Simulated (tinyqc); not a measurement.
# Inverter chain driving a load

N inverters, each f = Hc^(1/N) times larger than the one before: delay tau N (f + pp). Switched capacitance in units of the first input, with output capacitance pp times the input: Hc + (1 + pp)(Hc - 1)/(f - 1).

Parameters, values chosen for the exercise: load over the input capacitance of the chain Hc = 580; parasitic delay of an inverter pp = 0.6; delay unit tau = 2.9 ps.

Results:
```
N,f,delay (ps),switched capacitance
2,24.08,143.2,620.1
3,8.340,77.77,706.2
4,4.907,63.89,817.1
5,3.570,60.47,940.4
6,2.888,60.69,1071
8,2.215,65.31,1342
9,2.028,68.59,1481
```

Estimate the missing row, N = 7.

Computed row:
```
N,f,delay (ps),switched capacitance
7,2.482,62.56,1205
```

With this row back in the table: The delay goes from 143 through a minimum of 60.5 (at N = 5 among the rows listed) to 68.6 ps. The best stage effort solves pp + rho (1 - ln rho) = 0, rho = 3.27, which gives N = ln Hc/ln rho = 5.38. One stage fewer than the best costs 5.7 % in delay and saves 13 % of the switched capacitance.

Program tinyqc, `OMP_NUM_THREADS=1 python tinyqc.py 2082159 2082160 out.jsonl`; Intel Xeon 2.30GHz, shared host, one thread, about 0.01 s.
